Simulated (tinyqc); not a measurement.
What moves lifetime and leakage: Shockley-Read-Hall recombination through one deep level.

One level at Et with degeneracy 1: tn = 1/(sn vth Nt), tp = 1/(sp_ vth Nt), n1 = Nc exp((Et - Eg)/kT), p1 = Nv exp(-Et/kT), ni^2 = n1 p1. Equilibrium p0 = Nm, n0 = ni^2/Nm; n = n0 + dn, p = p0 + dn. U = (n p - ni^2)/(tp (n + n1) + tn (p + p1)), lifetime dn/U; emission rates en = sn vth n1, ep = sp_ vth p1.

Constants: kB = 8.617333262e-05 eV/K.

Values chosen for the exercise (gap and densities of states near those of GaN at this temperature; not measured data):
- Eg = 3.448 eV (gap)
- Nc = 2.24e+18 1/cm^3 (conduction-band density of states)
- Nv = 4.57e+19 1/cm^3 (valence-band density of states)
- T = 300 K
- Et = 2.363 eV (recombination level above Ev)
- Nt = 2.6e+16 1/cm^3 (defects)
- sn = 2.3e-14 cm^2 (electron capture cross-section)
- sp_ = 1.4e-16 cm^2 (hole capture cross-section)
- vth = 12000000 cm/s (thermal velocity, both carriers)
- Nm = 2.6e+17 1/cm^3 (equilibrium holes for the lifetime steps)
- dn = 1.3e+15 1/cm^3 (excess pairs)

G = Nt en ep/(en + ep).

One parameter was then changed.

Results before and after:
```
case     lifetime (microsecond)  G (1/(cm^3 s))
base                  0.0002533        4.01e-13
changed               0.0001836        4.01e-13
```

Which of these changes was made? (a) Nt = 1.3e+16 1/cm^3; (b) Nm = 7.8e+17 1/cm^3; (c) Et = 2.403 eV; (d) dn = 3.9e+15 1/cm^3; (e) sp_ = 2.8e-16 cm^2; (f) sn = 4.6e-14 cm^2.

Answer: (f) sn = 4.6e-14 cm^2. Of the candidates, run in turn, only this one gives the changed row.

All candidates:
```
case                 lifetime (microsecond)  G (1/(cm^3 s))
base                              0.0002533        4.01e-13
Et = 2.403 eV                     0.0002533        8.54e-14
sn = 4.6e-14 cm^2                 0.0001836        4.01e-13
sp_ = 2.8e-16 cm^2                0.0001963        8.03e-13
Nt = 1.3e+16 1/cm^3               0.0005065        2.01e-13
Nm = 7.8e+17 1/cm^3               0.0001774        4.01e-13
dn = 3.9e+15 1/cm^3               0.0004777        4.01e-13
```

Computed by tinyqc, a small Python program: `OMP_NUM_THREADS=1 python tinyqc.py 1680825 1680826 out.jsonl` (the numbers bound the seed that draws the inputs); one thread of a shared host (Intel(R) Xeon(R) Processor @ 2.30GHz), about 0.01 s for the whole set of steps.
